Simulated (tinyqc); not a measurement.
Crystal pulling from the melt: segregation, interface stability, heat balance and point-defect regime: one step, computed by the program tinyqc.

A dilute solute; steady pulling with a flat interface unless it is found unstable.

Task: Concentration at the frozen fraction g. Axial profile: C_s = k_eff C0 (1 - g)^(k_eff - 1 + beta), where beta, the evaporation velocity times the free melt area over the volume growth rate, is taken constant; bulk melt C_L = C_s/k_eff. Usable fraction: the g at which C_s has changed by 30 % from its first value (0.99 at most).

Inputs (values chosen for the exercise, modelled on antimony in silicon): initial melt concentration C0 = 1.8e+19 1/cm^3; frozen fraction g = 0.65; evaporation number beta = 0.13.

Loss from the melt surface: evaporation.

k_eff = 0.03086834

Give: C_s; C_L; usable fraction.

Result:

C_s = 1.3408e+18 1/cm^3

C_L = 4.3437e+19 1/cm^3

usable fraction = 0.26850

C_s rises along the crystal, evaporation notwithstanding.
